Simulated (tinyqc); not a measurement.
Hole mobility in a silicon inversion layer, empirical terms and Matthiessen rule: one step of the calculation.

Inversion layer of sheet density Ns on a uniformly doped body. The mobility terms are empirical power laws with prefactors chosen for the exercise; adding their inverses (Matthiessen) is itself an approximation.

Problem. Split C-V extraction. Q(Vg) is the trapezoid sum of Cgc from the first point (where Q is taken as 0); mu_eff = I/((W/L) Q Vd); mu_FE = (dI/dVg)/((W/L) Cox Vd) with a backward difference. Listed from point 4 on.

Inputs (values chosen for the exercise); material values close to those of silicon:
```
symbol  value     unit           meaning
Cox      2.04  uF/cm^2  gate capacitance
WL          1                  ratio W/L
Vd       0.05        V     drain voltage
```

```
point  Vg (V)  Cgc (uF/cm^2)        I (uA)
0         0.1   9.4060329e-4  4.7828540e-8
1         0.2    0.014519166  1.1420664e-5
2         0.3     0.20446252  0.0023408545
3         0.4      1.2930103    0.13425846
4         0.5      1.9668772    0.74274037
5         0.6      2.0351311     1.5159080
6         0.7      2.0396860     2.2782193
7         0.8      2.0399798     3.0069996
8         0.9      2.0399987     3.7004031
9           1      2.0399999     4.3599849
10        1.1      2.0400000     4.9880303
11        1.2      2.0400000     5.5869016
12        1.3           2.04     6.1588378
```

Wanted: Q; mu_eff; mu_FE.

Solution.

```
point  Q (uC/cm^2)  mu_eff (cm^2/(V s))  mu_FE (cm^2/(V s))
4           0.2496                59.52               59.66
5           0.4497                67.42               75.80
6           0.6534                69.73               74.74
7           0.8574                70.14               71.45
8            1.061                69.73               67.98
9            1.265                68.91               64.66
10           1.469                67.89               61.57
11           1.673                66.77               58.71
12           1.877                65.61               56.07
```

At the last point mu_FE is 15 % below mu_eff: where the mobility falls with gate voltage the slope of I understates it.

Program tinyqc, `OMP_NUM_THREADS=1 python tinyqc.py 2510099 2510100 out.jsonl`; Intel Xeon 2.30GHz, shared host, one thread, about 0.01 s.
